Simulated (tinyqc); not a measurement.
What moves the results: valley splitting of a silicon quantum well in envelope theory. A value that a table varies takes the place of the one given here.

The well lies at 0 < z < L; U(z) = V0 [1/(1 + exp(z/w)) + 1/(1 + exp((L - z)/w))] - e F z, 1 mV/nm = 1e-4 eV/angstrom. The envelope psi solves -(c/ml) psi'' + U psi = E psi, c = hbar^2/2m0, by three-point differences on a grid of 0.1 angstrom from -40 to L + 40 angstrom. The two valleys at +/- k0 couple through D = C0 times the integral of exp(-i q z) U(z) psi^2, q = 2 k0 (2 pi/a), and split by Ev = 2|D|.

Random alloy: with Y(z) = Yw + (Yb - Yw) B(z), B the bracket in U, and in-plane density exp(-r^2/ad^2)/(pi ad^2), D gains a random complex part of variance sigma^2 = (C0^2/pi)(a^2 V0/(8 ad (Yb - Yw)))^2 (4/a) times the integral of psi^4 Y (1 - Y). Alone it gives a mean splitting sqrt(pi) sigma; together with the smooth part the rms splitting is 2 sqrt(|D|^2 + sigma^2).

Constants: hbar^2/2m0 = 3.80998211 eV angstrom^2.

Parameters, chosen for this exercise (near those of a strained Si well in SiGe; shifted at random, so the results belong to these values and not to a real crystal):
- L = 48 angstrom (well width)
- V0 = 0.22 eV (conduction offset)
- ml = 0.906 m0 (mass along z)
- F = 13.9 mV/nm (field pressing towards the upper interface)
- k0 = 0.849 2 pi/a (valley position)
- a = 5.431 angstrom (lattice constant)
- C0 = 0.246 (Bloch overlap factor)
- Yb = 0.36 (Ge share of the barrier)
- Yw = 0.02 (Ge share of the well)
- ad = 180 angstrom (dot radius)
- ws = (0.2, 0.6, 1, 1.4, 1.9, 2.6, 4.6) angstrom (interface widths)
- Ls = (48, 49.4, 50.7, 52.1, 53.4, 54.8, 56.1, 57.5) angstrom (widths in steps of one atomic layer, a/4, rounded to the grid)
- F2 = 0.5 mV/nm (second field, zero or weak)
- w1 = 0.3 angstrom (interface width for this table)
- w = 0.9 angstrom (interface width parameter)

## Sharpness of the interface

The smooth part 2|D| and the disorder part against w, beside y/sinh(y) with y = pi q w. The 12 to 88 % width of the step is 4w.

Results:
```
w (angstrom)  4w (angstrom)  2|D| (micro-eV)  y/sinh(y)  sqrt(pi) sigma (micro-eV)
0.2                     0.8           274.06       0.78                       68.5
0.6                     2.4            68.53       0.18                       68.9
1.0                     4.0            10.61      0.026                       69.5
1.4                     5.6             1.35     0.0031                       70.3
1.9                     7.6             0.09    0.00019                       71.8
2.6                    10.4             0.00    3.4e-06                       74.5
4.6                    18.4             0.00    2.7e-11                       88.0
```

How do the results move?

The smooth part needs a Fourier component of U psi^2 at a wavelength of 3.20 angstrom; from the first row to the third it falls by a factor 25.8, while y/sinh(y) falls by 30.5 (the envelope near the step and the phase between the two interfaces change too). The disorder part goes from 68.5 to 88.0 micro-eV, growing as the electron overlaps more alloy. It takes over between w = 0.2 and 0.6 angstrom, that is a step 0.8 to 2.4 angstrom wide, with 1.36 angstrom to an atomic layer.

## Adding atomic layers

The smooth splitting Ev = 2|D| with w = w1, at the field F2 and at F.

Results:
```
L (angstrom)  q L mod 2 pi  Ev at F2 (micro-eV)  Ev at F (micro-eV)
48.0                  0.05                 53.1                 211
49.4                  2.80                  102                 219
50.7                  5.35                 90.9                 216
52.1                  1.82                 50.4                 210
53.4                  4.37                  100                 216
54.8                  0.84                 7.47                 207
56.1                  3.39                 85.6                 212
57.5                  6.14                 41.1                 208
```

What can be read from the table?

At F2 the splitting swings between 7.47 and 102 micro-eV, a ratio of 13.7, as the two interfaces add with the phase q L, which advances on average by 2.67 rad a layer. At F the ratio is 1.06, where in the first row psi^2 at the upper interface is 19.9 times that at the lower one: one interface dominates and the interference fades.

## What each parameter does

Orbital spacing, psi^2 at z = L, the smooth splitting and sigma; V0 is held fixed when Yw changes. Each row changes one parameter from the base and keeps the others.

Results:
```
case               E2 - E1 (meV)  psi^2(L) (1e-3/angstrom)  2|D| (micro-eV)  sigma (micro-eV)
base                       44.81                     6.030            17.31              39.1
ad = 220 angstrom          44.81                     6.030            17.31              32.0
Yw = 0.05                  44.81                     6.030            17.31              65.9
L = 54 angstrom            40.14                     5.810            16.39              38.5
V0 = 0.275 eV              46.18                     4.717            17.77              48.8
w = 0.63 angstrom          44.45                     6.302            60.20              38.9
F = 20.85 mV/nm            50.63                     8.773            24.53              41.6
k0 = 0.829 2 pi/a          44.81                     6.030            19.12              39.1
C0 = 0.295                 44.81                     6.030            20.76              46.9
```

What can be read from the table?

The largest shifts from the base row, up to three for each result and ties (the steps differ in size, so this ranks the rows, not the parameters). E2 - E1 (meV): F +5.82, L -4.67, V0 +1.38; unchanged at the printed digits by ad, Yw, k0 and C0. psi^2(L) (1e-3/angstrom): F +2.743, V0 -1.313, w +0.273; unchanged at the printed digits by ad, Yw, k0 and C0. 2|D| (micro-eV): w +42.89, F +7.22, C0 +3.45; unchanged at the printed digits by ad and Yw. sigma (micro-eV): Yw +26.8, V0 +9.7, C0 +7.8; unchanged at the printed digits by k0.

Computed by tinyqc, a small Python program: `OMP_NUM_THREADS=1 python tinyqc.py 1252481 1252482 out.jsonl` (the numbers bound the seed that draws the inputs); one thread of a shared host (Intel(R) Xeon(R) Processor @ 2.30GHz), about 0.08 s for the whole set of steps.
